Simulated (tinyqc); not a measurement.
Worked calculation: six-band hole subbands of a thin body in a field. Values are carried at full precision from step to step, so a last printed digit may differ when a step is redone from the rounded ones.

Constants: hbar^2/2m0 = 3.80998211 eV angstrom^2.

Values chosen for the exercise (near those of a p-type Si channel; the results hold for these values, not for the real material):
- S = (7.71, -2.13, 12.55) 1/TPa (compliances s11, s12, s44)
- sx = -2 GPa (stress along the channel [1-10], negative in compression)
- b = -2.1 eV (tetragonal potential)
- d = -4.78 eV (trigonal potential)
- g1 = 4.3 (Luttinger gamma1)
- g2 = 0.34 (gamma2)
- g3 = 1.45 (gamma3)
- face = 111 (surface)
- Dso = 0.044 eV (spin-orbit splitting)
- t = 55 angstrom (body thickness)
- F = 0.5 MV/cm (field across the body)
- kmax = 0.06 1/angstrom (end of the path)

## Strain and its block

exx = eyy = (s11 + s12) sx/2, ezz = s12 sx, exy = -s44 sx/4 (1 GPa/TPa = 1e-3). With e0 the traceless part, B_XX = 2b e0xx - b (e0yy + e0zz) and B_XY = sqrt(3) d exy.

strain, rows x, y, z and columns alike:
$$\begin{pmatrix}
-0.005580 & 0.006275 & 0 \\
0.006275 & -0.005580 & 0 \\
0 & 0 & 0.004260
\end{pmatrix}$$

B (eV), rows X, Y, Z and columns alike:
$$\begin{pmatrix}
0.02066 & -0.05195 & 0 \\
-0.05195 & 0.02066 & 0 \\
0 & 0 & -0.04133
\end{pmatrix}$$

## Confinement masses without spin-orbit coupling

C(n n^T)/c has C_XX = (g1 + 4 g2) nx^2 + (g1 - 2 g2)(ny^2 + nz^2) and C_XY = 6 g3 nx ny, n the unit normal; its eigenvalues are the inverse masses along n.

C(n n^T)/c, rows X, Y, Z and columns alike:
$$\begin{pmatrix}
4.3000 & 2.9000 & 2.9000 \\
2.9000 & 4.3000 & 2.9000 \\
2.9000 & 2.9000 & 4.3000
\end{pmatrix}$$

masses (m0): [0.7143, 0.7143, 0.0990]

## The matrix for one sine at q = 0

Basis X, Y, Z times spin, hole energies counted downwards from the unstrained edge (the hydrostatic shift is left out), c = hbar^2/2m0. For a symmetric tensor T let C(T) have C_XX = L Txx + M (Tyy + Tzz), C_XY = N Txy (cyclic), L = c (g1 + 4 g2), M = c (g1 - 2 g2), N = 6 c g3. k = q + kz n, n the unit normal, q = k1 u + k2 v with u along the channel [1-10] and v = n x u. H = C(k k^T) + (Dso/3)(1 - L.sigma) - B + e F z with (L_k)_ij = -i epsilon_kij; B is the block C built from the traceless strain with 2b, -b and sqrt(3) d in place of L, M, N. Strain: exx = eyy = (s11 + s12) sx/2, ezz = s12 sx, exy = -s44 sx/4. Hard walls at z = 0 and t; basis sin(j pi z/t), j = 1 to Nz: kz^2 = (j pi/t)^2, kz = -i D with D_jl = 4 j l/(t (j^2 - l^2)), z_jj = t/2 and z_jl = -8 t j l/(pi (j^2 - l^2))^2 for j + l odd; 1 MV/cm = 0.01 eV/angstrom.

Nz = 1, in meV.

H (meV), rows X+, Y+, Z+, X-, Y-, Z- and columns alike:
$$\begin{pmatrix}
184.95 & 88.00+14.67i & 36.05 & 0 & 0 & -14.67 \\
88.00-14.67i & 184.95 & 36.05 & 0 & 0 & 14.67i \\
36.05 & 36.05 & 246.95 & 14.67 & -14.67i & 0 \\
0 & 0 & 14.67 & 184.95 & 88.00-14.67i & 36.05 \\
0 & 0 & 14.67i & 88.00+14.67i & 184.95 & 36.05 \\
-14.67 & -14.67i & 0 & 36.05 & 36.05 & 246.95
\end{pmatrix}$$

## Its levels

Diagonalise; the levels come in pairs. Give each pair and its weights on X, Y, Z, summed over spin and averaged over the pair.

levels (meV): [94.30, 206.73, 315.83]

weights, rows X, Y, Z; columns pair 1, pair 2, pair 3:
$$\begin{pmatrix}
0.495 & 0.195 & 0.310 \\
0.495 & 0.195 & 0.310 \\
0.010 & 0.610 & 0.379
\end{pmatrix}$$

## More sines

The four lowest pairs at q = 0.

Hole energies (meV):
```
Nz  pair 1  pair 2  pair 3  pair 4
1    94.30  206.73  315.83       -
2    64.55  176.49  177.79  288.62
4    59.13  150.49  172.35  242.92
8    59.05  150.18  172.27  241.48
16   59.05  150.18  172.27  241.48
```

One sine is 35.25 meV off in the top subband, since the field mixes the sines. The second pair lies 91.1 meV deeper.

## Dispersion of the top subband

Nz = 14; the two lowest levels (spin-split where the field breaks inversion), in meV from their value at q = 0.

Energies (meV):
```
|q| (1/angstrom)    u a    u b    v a    v b
0.015              6.10   6.85   0.72   0.82
0.030             24.73  26.29   2.93   3.08
0.045             54.46  56.88   6.49   6.66
0.060             91.60  94.49  11.32  11.47
```

From the mean of each pair in the first row, c q^2/E gives 0.13 m0 along u and 1.11 m0 along v. The largest distance between a and b in the table is 2.89 meV.

## Checks

- Top level at q = 0 on (001) without field and stress against c (g1 - 2 g2)(pi/t)^2, eV: both 0.04500.
- Hermiticity, and E(q) against E(-q): they agree to 1e-10 or better.

(tinyqc, `OMP_NUM_THREADS=1 python tinyqc.py 1251395 1251396 out.jsonl`, Intel(R) Xeon(R) Processor @ 2.30GHz, 1 thread, shared host, about 0.4 s.)
